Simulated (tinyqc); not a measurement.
Inputs raised by 2 %, one at a time: precursor delivery by bubblers, mass-transport growth and the solid composition of a III-V alloy. Computed by tinyqc, a small Python program. Command: `OMP_NUM_THREADS=1 python tinyqc.py 3028043 3028044 out.jsonl movpe_thermo sens`. One thread of a shared host (Intel(R) Xeon(R) Processor @ 2.30GHz), about 0.02 s of CPU time with the checks.

1 sccm = 44.615 micromol/min; 1 torr = 133.322 Pa. The sources decompose fully at the surface.

Inputs (values chosen for the exercise, modelled on trimethylgallium (source 1) and trimethylindium (source 2) for the vapour pressures):
```
quantity,value,unit
bath temperature T1,268,K
bath temperature T2,300,K
bubbler pressure p_b,1400,torr
carrier flow F1,10,sccm
carrier flow F2,52,sccm
total flow F_t,8.5,slm
group-V flow F_V,48,sccm
reactor pressure p,76,torr
growth temperature T,940,K
diffusivity at 273 K and 760 torr,0.39,cm^2/s
flow cross-section A,80,cm^2
distance from the leading edge z,6.7,cm
lattice constant a,5.92,angstrom
interaction L0 of the solid,11.8,kJ/mol
"log10 of p_B,eq over pure BC at 1000 K and 1 torr of group V (exaggerated: liquid indium has about -4.1)",-1.6,log10 torr
enthalpy of that equilibrium H,252,kJ/mol
```

Alloy: mixing on the group-III sites, with desorption of B.

constants a, b of source 1 (log10 torr, K): [8.045, 1703]

constants a, b of source 2 (log10 torr, K): [10.56, 3014]

Constants: k_B = 1.380649e-23 J/K; R = 8.314462618 J/(mol K).

Method:
- log10 p_v = a - b/T_bath; molar flow = F x 44.615 x p_v/(p_b - p_v) for a saturated bubbler.
- p_i = p n_i/(44615 F_t), F_t in slm; p_V = p F_V/(1000 F_t), counted per molecule supplied; V/III = 44.615 F_V/(n1 + n2); vapour fraction of source 2 = n2/(n1 + n2).
- Mean velocity u = (F_t/A)(760/p)(T/273); D = D0 (T/273)^1.75 (760/p); boundary layer delta = sqrt(pi D z/u); flux = D dp/(delta k_B T); growth rate = flux x a^3/4.
- A sticks fully. B desorbs: its surface pressure is p_B* = x gamma_B K/sqrt(p_V), ln gamma_B = L0 (1 - x)^2/(R T), K = 10^(log10 K at 1000 K) exp[-(H/R)(1/T - 1/1000)], p_V in torr. With equal diffusivities x = (p_2 - p_B*)/(p_1 + p_2 - p_B*). Growth rate = rate per torr x p_1/(1 - x).

Runs:
```
input moved,from,to,molar flow 1 (micromol/min),vapour fraction of source 2,solid fraction x,"share of B incorporated, 1 - p_B*/p_2"
base run,-,-,16.194,0.25063,0.042570,0.13294
bath temperature T1 (K),268,273.36,21.839,0.19873,0.040498,0.17018
bubbler pressure p_b (torr),1400,1428,15.865,0.25076,0.041767,0.13023
carrier flow F2 (sccm),52,53.04,16.194,0.25437,0.043519,0.13337
total flow F_t (slm),8.5,8.67,16.194,0.25063,0.041367,0.12902
group-V flow F_V (sccm),48,48.96,16.194,0.25063,0.042978,0.13427
growth temperature T (K),940,958.8,16.194,0.25063,0.023557,0.07213
interaction L0 of the solid (kJ/mol),11.8,12.036,16.194,0.25063,0.041445,0.12928
```

Exponents ln(y'/y) / ln(x'/x):
```
input,molar flow 1,vapour fraction of source 2,solid fraction x,"share of B incorporated, 1 - p_B*/p_2"
bath temperature T1,15.101,-11.719,-2.520,12.472
bubbler pressure p_b,-1.036,0.025,-0.962,-1.038
carrier flow F2,0.000,0.748,1.113,0.163
total flow F_t,0.000,0.000,-1.448,-1.511
group-V flow F_V,0.000,0.000,0.482,0.503
growth temperature T,0.000,0.000,-29.881,-30.874
interaction L0 of the solid,0.000,0.000,-1.352,-1.412
```

Which inputs matter most for each result?

Among the inputs moved here: molar flow 1 answers most in size to bath temperature T1 (exponent +15.101), next to bubbler pressure p_b (-1.036); its exponent is below 0.0005 for carrier flow F2, total flow F_t, group-V flow F_V, growth temperature T, interaction L0 of the solid. Its exponent -1.036 in bubbler pressure p_b: the carrier picks up p_v/p_b. Vapour fraction of source 2 answers most in size to bath temperature T1 (exponent -11.719), next to carrier flow F2 (+0.748); its exponent is below 0.0005 for total flow F_t, group-V flow F_V, growth temperature T, interaction L0 of the solid. Solid fraction x answers most in size to growth temperature T (exponent -29.881), next to bath temperature T1 (-2.520). Share of B incorporated, 1 - p_B*/p_2 answers most in size to growth temperature T (exponent -30.874), next to bath temperature T1 (+12.472).

Caution (all rows): the boundary layer is a quarter or more of the root of the cross-section, so it fills much of the channel and depletion along the flow matters.

Extremes, crossings and ranges named in words are read from the listed rows.
